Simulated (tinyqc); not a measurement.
Schottky barrier on an n-type semiconductor, non-linear Poisson equation by Newton steps: two steps of the calculation.

One dimension, metal at x = 0, donor density C(x) = Nd, uniform. Energies are counted from the electron Fermi level of the semiconductor and the conduction-band edge is Ec = -psi, so n = Nc exp(psi/Vt); holes follow the Fermi level of the metal, at -V, so p = Nv exp((V - psi - Eg)/Vt). Ends: psi(0) = V - phiB and psi = Vt ln(Nd/Nc) deep inside. Boltzmann statistics, full ionisation, no current, no image force in the Poisson equation.

Values chosen for this exercise; band and dielectric values close to those of 4H silicon carbide: temperature T = 300 K; band gap Eg = 3.28 eV; relative permittivity eps_r = 9.78; conduction-band density of states at T Nc = 1.68e19 cm^-3; valence-band density of states at T Nv = 2.46e19 cm^-3; donor density deep in the semiconductor Nd = 8.3e16 cm^-3; barrier height phiB = 1.27 eV; bias of the metal against the semiconductor V = -2.9 V.

Constants: q = 1.602176634e-19 C, kB = 1.380649e-23 J/K, Vt = kB T/q, eps0 = 8.8541878128e-14 F/cm where lengths are in cm. Results are converted to the units shown.

Problem 1. End potentials, built-in voltage, Debye length. psi_0 = V - phiB, psi_b = Vt ln(Nd/Nc), Vbi = phiB - Vt ln(Nc/Nd), LD = sqrt(eps0 eps_r Vt/(q Nd)), W = sqrt(2 eps0 eps_r (Vbi - V)/(q Nd)), hole density at the metal p_0 = Nv exp((phiB - Eg)/Vt).

Give: psi_0; psi_b; Vbi; LD; W for uniform Nd; p_0.

Solution 1.

psi_0 = -4.1700 V
psi_b = -0.13728 V
Vbi = 1.1327 V
LD = 12.975 nm
W for uniform Nd = 229.17 nm
p_0 = 4.2113e-15 cm^-3

The hole density at the metal is 5.1e-32 times Nd, so holes hardly matter.

Problem 2. Converged densities, field and barrier lowering. n and p as above; E_i = -(psi_(i+1) - psi_i)/h_i; at the metal |E_0| = |E on interval 0| + q rho_0 (h_0/2)/(eps0 eps_r), rho_0 = p_0 - n_0 + C_0; image-force lowering dphi = sqrt(q |E_0|/(4 pi eps0 eps_r)).

| node | x (nm) | converged psi (V) | donor density C (cm^-3) |
|---|---|---|---|
| 0 | 0 | -4.1700000 | 8.3e16 |
| 1 | 25 | -3.3396718 | 8.3e16 |
| 2 | 54.3 | -2.4886897 | 8.3e16 |
| 3 | 88.5 | -1.6621451 | 8.3e16 |
| 4 | 129 | -0.9156409 | 8.3e16 |
| 5 | 175 | -0.3732832 | 8.3e16 |
| 6 | 230 | -0.1513011 | 8.3e16 |
| 7 | 294 | -0.1377792 | 8.3e16 |
| 8 | 370 | -0.1372946 | 8.3e16 |
| 9 | 457 | -0.1372817 | 8.3e16 |

Give: n; p; field E; |E_0| at the metal; image-force lowering.

Solution 2.

| node | n (cm^-3) | p (cm^-3) |
|---|---|---|
| 0 | 1.4873e-51 | 4.2113e-15 |
| 1 | 1.3222e-37 | 4.7372e-29 |
| 2 | 2.6131e-23 | 2.3969e-43 |
| 3 | 2.0068e-9 | 3.1211e-57 |
| 4 | 6969.8 | 8.9866e-70 |
| 5 | 9.0038e12 | 6.9564e-79 |
| 6 | 4.8257e16 | 1.2979e-82 |
| 7 | 8.1418e16 | 7.6930e-83 |
| 8 | 8.2959e16 | 7.5501e-83 |
| 9 | 8.3000e16 | 7.5463e-83 |

| interval | field E (kV/cm) |
|---|---|
| 0 | -332.13 |
| 1 | -290.44 |
| 2 | -241.68 |
| 3 | -184.32 |
| 4 | -117.90 |
| 5 | -40.36 |
| 6 | -2.11 |
| 7 | -0.06 |
| 8 | 0.00 |

|E_0| at the metal = 351.33 kV/cm
image-force lowering = 71.922 mV

Program tinyqc, `OMP_NUM_THREADS=1 python tinyqc.py 2020061 2020062 out.jsonl`; Intel Xeon 2.30GHz, shared host, one thread, about 0.04 s.
